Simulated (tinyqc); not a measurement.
Charge control and current of a heterostructure field-effect transistor. From one set of inputs to another, one input at a time. Computed by tinyqc, a small Python program. Command: `OMP_NUM_THREADS=1 python tinyqc.py 3003659 3003660 out.jsonl hemt ladder`. One thread of a shared host (Intel(R) Xeon(R) Processor @ 2.30GHz), about 0.01 s of CPU time with the checks.

Two subbands in a triangular well; E_F is counted from the conduction band edge of the channel at the interface.

The inputs printed are set A. Inputs not listed in the table keep their values of set A, so the rows need not describe a real material.

Inputs (values chosen for the exercise, modelled on AlGaAs/GaAs):

| quantity | value | unit |
|---|---|---|
| channel mass m | 0.067 | m_0 |
| permittivity eps (barrier and channel) | 12.8 | - |
| barrier thickness d | 21 | nm |
| Schottky barrier phi_B | 0.89 | eV |
| conduction band offset dE_c | 0.3 | eV |
| delta-doping density N_d | 6.1e+12 | 1/cm^2 |
| gate voltage V_G | 0 | V |
| mobility mu | 5500 | cm^2/(V s) |
| saturation velocity v_s | 1.7 | 1e7 cm/s |
| gate length L | 670 | nm |
| source resistance R_S | 0 | ohm mm |
| temperature T | 300 | K |
| mixing | 0.3 | - |
| iteration cap | 200 | - |
| spacer between delta layer and channel | 2.6 | nm |

Charge source: delta doping. Velocity law: smooth.

Constants: e = 1.602176634e-19 C; eps_0 = 8.8541878128e-12 F/m; k_B = 8.617333262e-05 eV/K; hbar = 1.054571817e-34 J s; m_0 = 9.1093837015e-31 kg; k_B = 1.380649e-23 J/K.

Method:
- Threshold V_T = phi_B - dE_c - e N_d (d - spacer)/(eps eps_0) (in volts); C_b = eps eps_0/d.
- Charge control: n_s = C_b (V_G - V_T - E_F/e)/e. Well: mean field F = e n_s/(2 eps eps_0), E_i = (hbar^2/2m)^(1/3) [(3 pi e F/2)(i + 3/4)]^(2/3), i = 0, 1; n_s = D k_B T sum_i ln(1 + exp((E_F - E_i)/k_B T)), D = m/(pi hbar^2), which is solved in closed form for E_F.
- Iteration from n_s = C_b (V_G - V_T)/(2e): E_F from n_s, n_out from the charge control, n_new = n_s + mixing (n_out - n_s), kept above n_s/10; stop when |n_out/n_s - 1| < 1e-9.
- C_g = e dn_s/dV_G = 1/(1/C_b + 1/C_q), 1/C_q = d(E_F/e)/d(e n_s) by a central difference of +/- 0.1 % in n_s; added distance dd = eps eps_0/C_q.
- With V = e n_s/C_g and V_c = v_s L/mu: for v = mu F/(1 + mu F/v_s), V_Dsat = V_c (sqrt(1 + 2V/V_c) - 1) and I/W = C_g v_s (V - V_Dsat); g_m = dI/dV; extrinsic g_m/(1 + g_m R_S); f_T = g_m/(2 pi C_g L).

Each row keeps all changes above it:

| input moved | from | to | saturation current I/W (mA/mm) | intrinsic f_T (GHz) | gate capacitance C_g (microfarad/cm^2) |
|---|---|---|---|---|---|
| set A | - | - | 374.8 | 27.78 | 0.4384 |
| Schottky barrier phi_B (eV) | 0.89 | 0.85 | 395.1 | 28.00 | 0.4393 |
| permittivity eps (barrier and channel) | 12.8 | 12.7 | 398.7 | 28.06 | 0.4363 |
| gate length L (nm) | 670 | 690 | 395.1 | 27.09 | 0.4363 |
| mobility mu (cm^2/(V s)) | 5500 | 7400 | 430.5 | 28.63 | 0.4363 |
| saturation velocity v_s (1e7 cm/s) | 1.7 | 1.4 | 372.7 | 24.33 | 0.4363 |
| channel mass m (m_0) | 0.067 | 0.064 | 370.4 | 24.33 | 0.4342 |
| delta-doping density N_d (1/cm^2) | 6.1e+12 | 3.5e+12 | 93.1 | 19.84 | 0.4008 |

Saturation current I/W goes from 375 to 93.1, a factor 0.248 in all. The largest single move comes from delta-doping density N_d (a factor 0.251). Intrinsic f_T goes from 27.8 to 19.8, a factor 0.714 in all. The largest single move comes from delta-doping density N_d (a factor 0.816), and mobility mu works against it (a factor 1.06). Gate capacitance C_g goes from 0.438 to 0.401, a factor 0.914 in all. The largest single move comes from delta-doping density N_d (a factor 0.923). The single moves hold for this order of the switches; the total does not depend on the order.

Caution (rows set A, Schottky barrier phi_B, permittivity eps (barrier and channel), gate length L, mobility mu, saturation velocity v_s, channel mass m): E_F lies above the conduction band minimum of the barrier, so electrons would spill into the barrier.

Extremes, crossings and ranges named in words are read from the listed rows.
